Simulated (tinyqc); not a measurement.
Resistance of a source-drain extension with a graded tip: effect of the gate overdrive.

y runs along the channel, the gate covers y > 0. The doping is N0 for y < y0 and N0 10^(-(y - y0)/la) beyond, uniform over the depth xj. Sheet conductance s(y) = q mu(N) max(N - Nch, 0) xj + (for y > 0) ma Cox Vo, with mu(N) = u0 + (u1 - u0)/(1 + (N/Nr)^au) and Cox = eps0 eox/tox. Current is taken as one-dimensional; depletion of the tip, spreading and the contact are left out. The metallurgical junction lies at yj, where N = Nch.

R_spacer = integral of dy/s from -Ls to 0, R_ov from 0 to yj, R_channel = (Lg - 2 yj)/(ma Cox Vo), R_total = 2 R_spacer + 2 R_ov + R_channel. Electrical length L_eff = ma Cox dR_total/d(1/Vo); R_series = R_total - L_eff/(ma Cox Vo).

Parameters, values chosen for the exercise; mobility law close to that of electrons in silicon: relative permittivity of the gate insulator (close to silicon dioxide) eox = 3.9; insulator thickness tox = 1.6 nm; active doping of the extension far from the gate N0 = 6.6e19 cm^-3; lateral abruptness la = 6 nm/decade; position under the gate where the fall begins (gate edge at 0) y0 = 0.6 nm; depth of the extension xj = 9 nm; channel doping Nch = 7.8e17 cm^-3; spacer length Ls = 15 nm; mobility of the gate-induced layer ma = 130 cm^2/(V s); mobility at low doping u1 = 1414 cm^2/(V s); mobility at high doping u0 = 68.5 cm^2/(V s); reference doping Nr = 9.2e16 cm^-3; exponent au = 0.711; gate length Lg = 90 nm.

Constants: q = 1.602176634e-19 C, eps0 = 8.8541878128e-14 F/cm where lengths are in cm. Results are converted to the units shown.

The same in every row: yj (nm) = 12.16; R_spacer (ohm um) = 19.71.

Effect of the gate overdrive:
```
Vo (V)	R_ov (ohm um)	R_channel (ohm um)	R_total (ohm um)	L_eff (nm)	R_series (ohm um)
0.15	92.96	1560	1786	69.69	129.9
0.3	63.34	780.2	946.3	72.01	90.83
0.45	49.30	520.1	658.2	73.67	74.70
0.6	40.79	390.1	511.1	74.95	65.84
0.75	34.97	312.1	421.4	76.00	60.26
0.9	30.71	260.1	360.9	76.88	56.44
1.05	27.44	222.9	317.2	77.64	53.67
1.2	24.83	195.1	284.1	78.30	51.58
```

As Vo goes from 0.15 to 1.2, R_total falls from 1790 to 284 ohm um, L_eff rises from 69.7 to 78.3 nm and R_series falls from 130 to 51.6 ohm um. Both extracted quantities depend on the overdrive at which they are taken.

Numbers from tinyqc (`OMP_NUM_THREADS=1 python tinyqc.py 2282152 2282153 out.jsonl`; about 0.03 s on one thread of a shared Intel Xeon 2.30GHz).
